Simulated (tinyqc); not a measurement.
Strained quantum well: band edges, subbands and transparency: one step. Strained band edges and offsets. Two cases, with inputs chosen for the exercise.

Problem. Give tr(e), Z, the edges Ec, E_HH, E_LH and the well depths against the barrier.

Growth on (001), barriers unstrained: tr(e) = e (2 - nu2), Z = b e (1 + nu2); Ec = Ev + Eg + ac tr(e), E_HH = Ev + av tr(e) + Z, E_LH = Ev + av tr(e) - Z (coupling to the split-off band left out).

Give: tr(e); Z; Ec, E_HH, E_LH; depths for e, HH, LH.

Case 1.

Values chosen (near those of an InGaAs/InP well; shifted at random, so the results belong to these values and not to a real crystal): e = 0.0081 (strain in the plane); nu2 = 0.98 (2 C12/C11); Eg = 0.848 eV (unstrained gap of the well); Ev = -0.619 eV (its valence edge); ac = -6.29 eV; av = 1.09 eV (Ev moves by av tr(e)); b = -1.92 eV (shear potential); Egb = 1.354 eV (gap of the barrier); Evb = -0.94 eV (its valence edge).

Solution.

tr(e) = 0.00826
Z = -0.0308 eV

Ec, E_HH, E_LH (eV): 0.1770  -0.6408  -0.5792

depths for e, HH, LH (eV): 0.2370  0.2992  0.3608

The well is under tension, which puts LH on top, by 62 meV; the gap becomes 0.7562 eV, -92 meV from the unstrained one.

Case 2.

Values chosen (near those of an InGaAs/InP well; shifted at random, so the results belong to these values and not to a real crystal): e = -0.0044 (strain in the plane); nu2 = 1.008 (2 C12/C11); Eg = 0.651 eV (unstrained gap of the well); Ev = -0.583 eV (its valence edge); ac = -5.92 eV; av = 1.06 eV (Ev moves by av tr(e)); b = -1.88 eV (shear potential); Egb = 1.352 eV (gap of the barrier); Evb = -0.94 eV (its valence edge).

Solution.

tr(e) = -0.00436
Z = 0.0166 eV

Ec, E_HH, E_LH (eV): 0.0938  -0.5710  -0.6042

depths for e, HH, LH (eV): 0.3182  0.3690  0.3358

The well is under compression, which puts HH on top, by 33 meV; the gap becomes 0.6649 eV, +14 meV from the unstrained one.

Computed by tinyqc, one run a case: `OMP_NUM_THREADS=1 python tinyqc.py N N+1 out.jsonl` with N = 1251952, 1251956; one thread of a shared Intel(R) Xeon(R) Processor @ 2.30GHz, about 0.01 s a run at most.
